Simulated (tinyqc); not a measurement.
From rigid to soft shells: rigid-ion and shell models of the dielectric response of an ionic crystal. Computed by tinyqc, a small Python program. Command: `OMP_NUM_THREADS=1 python tinyqc.py 3025684 3025685 out.jsonl shell walk`. One thread of a shared host (Intel(R) Xeon(R) Processor @ 2.30GHz), about 0.01 s of CPU time with the checks.

Charges +Z and -Z; 8 nearest neighbours, Madelung constant M = 1.762675, volume per ion pair Omega = 1.539601 d^3. Energy per pair U = -M Z^2 e2/d + 8 A exp(-d/rho), e2 = e^2/(4 pi eps_0). In the shell model the anion is a core of charge Y - Z and a massless shell of charge -Y, joined by the spring k; the repulsion acts on the shell. Each ion feels the Lorentz field E + (4 pi/3) P (Gaussian units).

Inputs (values chosen for the exercise, for a model crystal):

| quantity | value | unit |
|---|---|---|
| nearest-neighbour distance d | 2.98 | angstrom |
| ionic charge Z | 1 | e |
| hardness d/rho | 9.64 | - |
| cation mass | 173 | u |
| anion mass | 19 | u |
| shell charge size Y | 3.13 | e |
| core-shell spring k | 45.9 | eV/angstrom^2 |
| cation polarisability alpha_+ | 0.51 | angstrom^3 |

Structure: caesium chloride.

Constants: e^2/(4 pi eps_0) = 14.39964548 eV angstrom; 1 eV/angstrom^3 = 160.2176634 GPa; nu for 1 eV/(angstrom^2 u) = 15.6333042 THz; 1 THz = 33.35640952 1/cm.

Method:
- Zero pressure fixes 8 A exp(-d/rho) = M Z^2 e2 rho/d^2. Then U = -(M Z^2 e2/d)(1 - rho/d), B = M Z^2 e2 (d/rho - 2)/(9 Omega d), and the spring of one sublattice against the other is R = (1/3) x (Laplacian of the repulsion summed over neighbours) = M Z^2 e2 (d/rho - 2)/(3 d^3), so R = 3 B Omega/d^2.
- With C = 4 pi Z^2 e2/(3 Omega): mu lambda_TO = R - C, mu lambda_LO = R + 2 C; eps_inf = 1 and eps_s = lambda_LO/lambda_TO.
- lambda in eV/(angstrom^2 u) gives the wavenumber 15.6333042 x 33.35640952 x sqrt(lambda); mu is the reduced mass.
- Eliminating the shell gives the anion polarisability alpha_- = Y^2 e2/(k + R), the Szigeti charge Z_S = Z - Y R/(k + R) and the softened spring R' = k R/(k + R). With b = 4 pi (alpha_+ + alpha_-)/(3 Omega): eps_inf = (1 + 2b)/(1 - b) (Clausius-Mossotti); Born charge Z* = Z_S (eps_inf + 2)/3.
- mu lambda_TO = R' - (4 pi e2/(3 Omega)) Z_S^2/(1 - b); mu lambda_LO = mu lambda_TO + 4 pi e2 Z*^2/(eps_inf Omega); eps_s = eps_inf lambda_LO/lambda_TO.

repulsive spring R = 2.44257 eV/angstrom^2

volume Omega = 40.7434 angstrom^3

omega_LO, rigid ions = 292.964 1/cm

Response against the core-shell spring:

| k (eV/angstrom^2) | eps_inf | Z_S | Z* | omega_TO (1/cm) | omega_LO (1/cm) | eps_s |
|---|---|---|---|---|---|---|
| 37 | 3.1737 | 0.80617 | 1.3903 | 100.20 | 230.23 | 16.756 |
| 46 | 2.6284 | 0.84218 | 1.2993 | 105.41 | 237.53 | 13.348 |
| 60 | 2.1941 | 0.87756 | 1.2268 | 109.38 | 245.68 | 11.070 |
| 83 | 1.8569 | 0.91052 | 1.1706 | 112.36 | 254.33 | 9.514 |
| 120 | 1.6183 | 0.93756 | 1.1308 | 114.43 | 262.36 | 8.508 |
| 180 | 1.4559 | 0.95810 | 1.1037 | 115.81 | 269.14 | 7.863 |
| 370 | 1.3017 | 0.97947 | 1.0780 | 117.11 | 276.93 | 7.279 |
| 1400 | 1.2009 | 0.99455 | 1.0612 | 117.95 | 282.95 | 6.911 |

From the stiffest to the softest shell eps_inf rises from 1.20 to 3.17 and Z_S falls from 0.99 to 0.81; omega_LO moves by -19 % and omega_TO by -15.1 %. Screening by eps_inf cuts the LO frequency, which rigid ions overstate (rigid ions: 293 per cm); eps_s goes from 6.91 to 16.76.
